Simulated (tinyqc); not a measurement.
# Short-channel transistor, virtual-source model with series resistance: effect of the apparent mobility on the on and off currents

The current per gate width is the charge at the top of the source barrier (the virtual source) times its velocity times a saturation function; al and be are fitting constants of the model. Units: I in uA/um, Rs in ohm um, so I Rs = 1e-6 I Rs in volts; Q in uC/cm^2, so I = 1e-4 Q vx0 Fsat with vx0 in cm/s.

Intrinsic voltages Vg' = Vgs - I Rs, Vd' = Vds - 2 I Rs. n = n0 + nd Vd', VT = VT0 - dl Vd', Ff = 1/(1 + exp((Vg' - VT + al Vt/2)/(al Vt))), Q = Cinv n Vt ln(1 + exp((Vg' - VT + al Vt Ff)/(n Vt))), Vdsat = (vx0 L/mu)(1 - Ff) + Vt Ff, Fsat = u/(1 + u^be)^(1/be) with u = Vd'/Vdsat, and I = Q vx0 Fsat per width. I is solved self-consistently. Ion is I at Vgs = Vds = 0.8 V, Ioff at Vgs = 0, Vds = 0.8 V, and Rlin = Vds/I at Vgs = 0.8 V, Vds = 0.05 V.

Inputs (values chosen for the exercise): temperature T = 350 K; inversion capacitance Cinv = 3.97 uF/cm^2; velocity at the virtual source vx0 = 3.92e7 cm/s; channel length L = 12 nm; threshold at zero drain voltage VT0 = 0.38 V; drain-induced barrier lowering dl = 0.04 V/V; subthreshold factor n0 = 1.53; growth of n with drain voltage nd = 0.05 1/V; threshold shift (in units of Vt) from weak to strong inversion al = 3.5; sharpness of saturation be = 1.4; series resistance of each contact Rs = 200 ohm um.

Constants: q = 1.602176634e-19 C, kB = 1.380649e-23 J/K, Vt = kB T/q. Results are converted to the units shown.

Result of one run:

| Ion (uA/um) | Ioff (nA/um) | log10(Ion/Ioff) | Rlin (ohm um) |
|---|---|---|---|
| 1573 | 3767 | 2.621 | 418.4 |

Which apparent mobility mu gave this result: 50, 240, 410 or 700 cm^2/(V s)?

mu = 410 cm^2/(V s).

The whole series:

| mu (cm^2/(V s)) | Ion (uA/um) | Ioff (nA/um) | log10(Ion/Ioff) | Rlin (ohm um) |
|---|---|---|---|---|
| 50 | 1131 | 3694 | 2.486 | 548.1 |
| 85 | 1280 | 3731 | 2.535 | 487.7 |
| 140 | 1398 | 3750 | 2.571 | 453.5 |
| 240 | 1499 | 3761 | 2.600 | 431.3 |
| 410 | 1573 | 3767 | 2.621 | 418.4 |
| 700 | 1624 | 3771 | 2.634 | 410.8 |
| 1200 | 1658 | 3773 | 2.643 | 406.3 |
| 2000 | 1678 | 3774 | 2.648 | 403.8 |

As mu goes from 50 to 2000 cm^2/(V s), Ion rises from 1130 to 1680 uA/um, Ioff rises from 3690 to 3770 nA/um and Rlin falls from 548 to 404 ohm um. Ion changes by a factor of 1.48 and Ioff by 1.02. In every row the off current passes 1 uA/um, so the device is hardly off at Vgs = 0.

Computed by the program tinyqc: `OMP_NUM_THREADS=1 python tinyqc.py 2380042 2380043 out.jsonl`, one thread of a shared Intel Xeon 2.30GHz, about 0.01 s for the whole run.
